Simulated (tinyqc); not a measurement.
From results back to parameters: Wannier function of the lower band of a two-orbital chain. Four cases, with inputs chosen for the exercise.

Problem. A band E(k) = H0 + 2 H1 cos(ka) + 2 H2 cos(2ka) is known at k = 0, pi/2a and pi/a. The values come from hidden hoppings; c = hbar^2/2m0.

Constants: hbar^2/2m0 = 3.80998211 eV angstrom^2.
Find: H0, H1, H2; m0/m at k = 0.

Method. H0 = (E0 + 2 E1 + E2)/4, H1 = (E0 - E2)/4, H2 = (E0 - 2 E1 + E2)/8; the curvature at k = 0 gives m0/m = -(H1 + 4 H2) a^2/c.

Case 1.

Values chosen: a = 5.7 angstrom (period).

E (eV): 0 -1.0640, pi/2a -0.2680, pi/a 1.2320

Solution.

H0, H1, H2 (eV): -0.092  -0.574  0.088

m0/m at k = 0 = 1.893

Case 2.

Values chosen: a = 4 angstrom (period).

E (eV): 0 -2.9960, pi/2a -2.3340, pi/a -1.6000

Solution.

H0, H1, H2 (eV): -2.316  -0.349  0.009

m0/m at k = 0 = 1.314

Case 3.

Values chosen: a = 5.3 angstrom (period).

E (eV): 0 -3.8320, pi/2a -2.7700, pi/a -1.1080

Solution.

H0, H1, H2 (eV): -2.620  -0.681  0.075

m0/m at k = 0 = 2.809

Case 4.

Values chosen: a = 4.9 angstrom (period).

E (eV): 0 -3.7140, pi/2a -2.2140, pi/a -0.6900

Solution.

H0, H1, H2 (eV): -2.208  -0.756  0.003

m0/m at k = 0 = 4.689

Computed by tinyqc, one run a case: `OMP_NUM_THREADS=1 python tinyqc.py N N+1 out.jsonl` with N = 1452571, 1452579, 1452619, 1452626; one thread of a shared Intel(R) Xeon(R) Processor @ 2.30GHz, about 0.1 s a run at most.
